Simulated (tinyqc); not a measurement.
Alloy A(1-x)B(x) by interpolation with bowing: sweeps and comparisons. A value that a table varies takes the place of the one given here.

Each gap follows E(x) = (1 - x) E_A + x E_B - C x (1 - x); the lattice constant follows Vegard, a(x) = (1 - x) a_A + x a_B.

Mass at Gamma from the Kane formula 1/m = F + Ep (Eg + 2 Dso/3)/(Eg (Eg + Dso)). F is fixed by the masses of A and B and interpolated linearly, as is Ep; Eg and Dso carry their bowing.

Constants: hc = 1239.841984 eV nm.

Parameters, chosen for this exercise (A near GaAs, B near GaSb; the results hold for these values, not for the real material): a = (5.65, 6.091) angstrom (lattice constant of A, B); Eg = (1.502, 0.81) eV (gap at Gamma to the s-like level of A, B); EgX = (1.961, 1.138) eV (gap to the lowest valley along Gamma-X of A, B); EgL = (1.794, 0.863) eV (gap to L of A, B); C = (1.391, 1.208, 1.151) eV (bowing of the Gamma, X and L gaps); Dso = (0.339, 0.758) eV (spin-orbit splitting of A, B); Ep = (25.4, 27.2) eV (Kane energy of A, B); me = (0.0676, 0.0393) m0 (electron mass at Gamma of A, B); Cs = 0.54 eV (bowing of Dso); x = 0.79 (fraction of B).

## Gaps across the alloy

Eleven compositions.

Gaps (eV):

| x | a (angstrom) | Gamma | X | L | lowest | wavelength (nm) |
|---|---|---|---|---|---|---|
| 0.0 | 5.6500 | 1.502 | 1.961 | 1.794 | Gamma | 825 |
| 0.1 | 5.6941 | 1.308 | 1.770 | 1.597 | Gamma | 948 |
| 0.2 | 5.7382 | 1.141 | 1.603 | 1.424 | Gamma | 1087 |
| 0.3 | 5.7823 | 1.002 | 1.460 | 1.273 | Gamma | 1237 |
| 0.4 | 5.8264 | 0.891 | 1.342 | 1.145 | Gamma | 1391 |
| 0.5 | 5.8705 | 0.808 | 1.248 | 1.041 | Gamma | 1534 |
| 0.6 | 5.9146 | 0.753 | 1.177 | 0.959 | Gamma | 1647 |
| 0.7 | 5.9587 | 0.725 | 1.131 | 0.901 | Gamma | 1709 |
| 0.8 | 6.0028 | 0.726 | 1.109 | 0.865 | Gamma | 1708 |
| 0.9 | 6.0469 | 0.754 | 1.112 | 0.853 | Gamma | 1644 |
| 1.0 | 6.0910 | 0.810 | 1.138 | 0.863 | Gamma | 1531 |

The lowest valley is Gamma at every x. The Gamma gap has a minimum inside the range, 0.722 eV at x = (C - (E_B - E_A))/(2C) = 0.749, since the bowing exceeds the difference of the end gaps.

## Three ways to interpolate a mass

Linear in m, linear in 1/m, and the Kane formula.

Masses (m0):

| x | Eg (eV) | linear in m | linear in 1/m | Kane | Kane m/Eg (1/eV) |
|---|---|---|---|---|---|
| 0.000 | 1.502 | 0.0676 | 0.0676 | 0.0676 | 0.0450 |
| 0.125 | 1.263 | 0.0641 | 0.0620 | 0.0569 | 0.0450 |
| 0.250 | 1.068 | 0.0605 | 0.0573 | 0.0482 | 0.0451 |
| 0.375 | 0.916 | 0.0570 | 0.0532 | 0.0416 | 0.0454 |
| 0.500 | 0.808 | 0.0534 | 0.0497 | 0.0371 | 0.0459 |
| 0.625 | 0.743 | 0.0499 | 0.0466 | 0.0346 | 0.0465 |
| 0.750 | 0.722 | 0.0464 | 0.0439 | 0.0340 | 0.0471 |
| 0.875 | 0.744 | 0.0428 | 0.0415 | 0.0356 | 0.0478 |
| 1.000 | 0.810 | 0.0393 | 0.0393 | 0.0393 | 0.0485 |

At x = 0.5 the three give 0.0534, 0.0497 and 0.0371; judged by the largest distance, the Kane value is closer to the interpolation in 1/m (largest distances 0.0164 m0 from the rule in m, 0.0126 m0 from the rule in 1/m), and it dips below both end values, following the bowed gap, which neither rule can do. The ratio m/Eg varies by a factor of 1.08 while the gap varies by 2.08; a constant ratio is the two-band rule m = Eg/Ep at fixed Ep.

## What each parameter does

Gaps at x and the Kane mass. Each row changes one parameter from the base and keeps the others.

Results:

| case | Gamma (eV) | X (eV) | L (eV) | mass (m0) |
|---|---|---|---|---|
| base | 0.7246 | 1.1104 | 0.8676 | 0.0343 |
| x = 0.83 | 0.7314 | 1.1075 | 0.8589 | 0.0348 |
| C = (1.491, 1.308, 1.251) eV | 0.7080 | 1.0938 | 0.8510 | 0.0335 |
| Eg = (1.577, 0.81) eV | 0.7403 | 1.1104 | 0.8676 | 0.0348 |
| EgX = (1.961, 1.081) eV | 0.7246 | 1.0654 | 0.8676 | 0.0343 |
| EgL = (1.704, 0.863) eV | 0.7246 | 1.1104 | 0.8487 | 0.0343 |
| Ep = (27.9, 29.9) eV | 0.7246 | 1.1104 | 0.8676 | 0.0336 |
| Cs = 0.59 eV | 0.7246 | 1.1104 | 0.8676 | 0.0343 |

The largest shifts from the base row, up to three for each result and ties (the steps differ in size, so this ranks the rows, not the parameters). Gamma (eV): C -0.0166, Eg +0.0157, x +0.0068; unchanged at the printed digits by EgX, EgL, Ep and Cs. X (eV): EgX -0.0450, C -0.0166, x -0.0030; unchanged at the printed digits by Eg, EgL, Ep and Cs. L (eV): EgL -0.0189, C -0.0166, x -0.0087; unchanged at the printed digits by Eg, EgX, Ep and Cs. mass (m0): C -0.0008, Ep -0.0007, Eg +0.0005, x +0.0005; unchanged at the printed digits by EgX, EgL and Cs.

(tinyqc, `OMP_NUM_THREADS=1 python tinyqc.py 1051017 1051018 out.jsonl`, Intel(R) Xeon(R) Processor @ 2.30GHz, 1 thread, shared host, about 0.01 s.)
